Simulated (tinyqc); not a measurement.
Coherent transport through a tight-binding region between two chains, step by step. One step of it, computed by the program tinyqc.

Task: Transmission at E = -0.01 eV. Surface Green function g = (E - i sqrt(4 t^2 - E^2)) / (2 t^2); self-energy tc^2 g on each contact site; G = (E - H - Sigma)^(-1); Gamma = -2 Im Sigma; T = Gamma_L Gamma_R |G_LR|^2; local density of states -Im G_ii / pi.

H of the central region (eV):
```
           1          2          3          4          5
1   0.000000  -2.230000   0.000000   0.000000  -2.230000
2  -2.230000   0.000000  -2.230000   0.000000   0.000000
3   0.000000  -2.230000   0.000000  -2.230000   0.000000
4   0.000000   0.000000  -2.230000   0.000000  -2.230000
5  -2.230000   0.000000   0.000000  -2.230000   0.000000
```

Leads: semi-infinite chains with site energy 0:

| parameter | value |
|---|---|
| lead hopping t (eV) | 2.570000 |
| coupling to the left lead (eV) | 0.850000 |
| coupling to the right lead (eV) | 1.090000 |
| left contact site | 1 |
| right contact site | 5 |

E = -0.010000 eV

Give: g; G; local density of states; transmission.

Result:

g = -0.0008-0.3891i 1/eV

G (1/eV):
```
                 1                2                3                4
1   0.2205-0.0367i   0.2263+0.0089i  -0.2195+0.0368i  -0.2272-0.0087i
2   0.2263+0.0089i   0.2263-0.0377i   0.2232-0.0090i  -0.2253+0.0376i
3  -0.2195+0.0368i   0.2232-0.0090i   0.2205-0.0368i   0.2262+0.0089i
4  -0.2272-0.0087i  -0.2253+0.0376i   0.2262+0.0089i   0.2263-0.0376i
5   0.2185-0.0368i  -0.2242+0.0092i  -0.2195+0.0369i   0.2232-0.0090i

                 5
1   0.2185-0.0368i
2  -0.2242+0.0092i
3  -0.2195+0.0369i
4   0.2232-0.0090i
5   0.2205-0.0369i
```

local density of states (1/eV): 0.0117  0.0120  0.0117  0.0120  0.0117

transmission = 0.0255
